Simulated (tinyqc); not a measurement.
Plain band against climbing image: nudged elastic band on a two-dimensional model surface. Computed by tinyqc, a small Python program. Command: `OMP_NUM_THREADS=1 python tinyqc.py 3012602 3012603 out.jsonl neb walk`. One thread of a shared host (Intel(R) Xeon(R) Processor @ 2.30GHz), about 0.4 s of CPU time with the checks.

V(x, y) = h u^2 + t x + (kappa/2)(y + c u)^2 with u = x^2/w^2 - 1; the path runs from the minimum near (-w, 0) to that near (w, 0).

Inputs (values chosen for the exercise, for a model surface):
```
quantity                    value           unit
height h                      1.1             eV
half width w                  1.4       angstrom
transverse stiffness kappa    1.9  eV/angstrom^2
curvature c                   0.5       angstrom
tilt t                       0.24    eV/angstrom
spring constant k_s          0.66  eV/angstrom^2
step factor eta              0.11  angstrom^2/eV
```

Surface: curved double well. Climbing image: on.

Method:
- Newton steps x(new) = x - H^-1 grad V (moves limited to 0.3 angstrom) from (-w, 0), (w, 0) and (0, c) give the two minima and the saddle.
- Tangent at image i: towards the higher neighbour if the energies rise or fall through i; at a maximum or minimum, tau = t+ dmax + t- dmin if V(i+1) > V(i-1), else t+ dmin + t- dmax, with t+ = R(i+1) - R(i), t- = R(i) - R(i-1) and dmax, dmin the larger and smaller of |V(i+1) - V(i)| and |V(i-1) - V(i)|; then normalise. Force F = -grad V + (grad V.tau) tau + k_s (|t+| - |t-|) tau.
- With a climbing image, the highest image feels instead F = -grad V + 2 (grad V.tau) tau and no spring.
- Update R(new) = R + eta F; the end points stay fixed.
- Images are counted without the end points, and convergence is judged on the largest force on an image. Each run starts on the straight line with the same k_s and eta, for at most 1500 iterations; errors are against the Newton saddle; a dash marks a run that did not reach 1e-4 eV/angstrom.

positions (angstrom):
```
               x         y
start   -1.45067  -0.03685
end      1.34313   0.03980
saddle   0.10754   0.49705
```

energies (eV): start -0.34219, end 0.32932, saddle 1.11287

barrier from the start = 1.45505 eV

Error of the highest image (meV) and iterations:
```
images  plain, error  plain, iterations  climbing, error  climbing, iterations
2           -113.511                 70                0                    60
3            -36.526                113                0                    55
4            -17.194                151                0                    97
5            -37.888                202                0                    96
6             -1.533                247                0                   143
8             -0.158                348                0                   186
10            -2.068                449                0                   229
```

What does the comparison show, and why?

The plain band underestimates the barrier by 0.16 to 113.51 meV, depending on how near an image falls to the saddle (worst for 2 images, best for 8). The climbing image is within about 0.001 meV in every converged run, so few images suffice for the barrier.

Extremes, crossings and ranges named in words are read from the listed rows.
